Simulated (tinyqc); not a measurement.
MOSFET with velocity saturation and source resistance: two steps of the calculation.

Strong inversion, charge Q = Cox (Vg - m V) at channel potential V with Vg the gate overdrive, and drift velocity v = mu E/(1 + mu E/vsat). Integrating along the channel gives I = mu Cox (1/L)(Vg Vd - m Vd^2/2)/(1 + Vd/Vc) per width, Vc = vsat L/mu, which peaks at Vdsat. Units: I in uA/um, Rs in ohm um, so the drop over Rs is 1e-6 I Rs volts.

Values chosen for this exercise:
- Cox = 2.36 uF/cm^2 (gate capacitance)
- mu0 = 520 cm^2/(V s) (mobility at low gate voltage)
- th = 0.6 1/V (mobility degradation)
- vsat = 7.6e6 cm/s (saturation velocity)
- m = 1.38 (body factor)
- VT = 0.47 V (threshold)
- L = 0.1 um (channel length)
- Rs = 300 ohm um (source resistance)
- Vgs = 1.5 V (gate voltage)

Problem 1. Saturation without source resistance. Vg = Vgs - VT (0 if negative), mu = mu0/(1 + th Vg), Vc = vsat L/mu, x = sqrt(1 + 2 Vg/(m Vc)), Vdsat = 2 Vg/(m (1 + x)), Isat = Cox vsat Vg (x - 1)/(x + 1) per width. Long-channel limit: mu Cox Vg^2/(2 m L); short-channel limit: Cox vsat Vg.

Give: Vg; mu; Vc; Vdsat; Isat; long-channel limit; short-channel limit.

Solution 1.

Vg = 1.0300 V
mu = 321.38 cm^2/(V s)
Vc = 0.23648 V
Vdsat = 0.40299 V
Isat = 849.93 uA/um
long-channel limit = 2915.4 uA/um
short-channel limit = 1847.4 uA/um

Problem 2. Saturation current with source resistance. Vg = Vgs - I Rs - VT (0 if negative), mu = mu0/(1 + th Vg), Vc = vsat L/mu, x = sqrt(1 + 2 Vg/(m Vc)), Vdsat = 2 Vg/(m (1 + x)), Isat = Cox vsat Vg (x - 1)/(x + 1) per width. I(new) = Isat.

I at the start = 0 uA/um

Find: Vg; mu; Vc; Vdsat; Isat; I after iteration 1.

Solution 2.

Vg = 1.0300 V
mu = 321.38 cm^2/(V s)
Vc = 0.23648 V
Vdsat = 0.40299 V
Isat = 849.93 uA/um
I after iteration 1 = 849.93 uA/um

Computed by the program tinyqc: `OMP_NUM_THREADS=1 python tinyqc.py 2500123 2500124 out.jsonl`, one thread of a shared Intel Xeon 2.30GHz, about 0.01 s for the whole run.
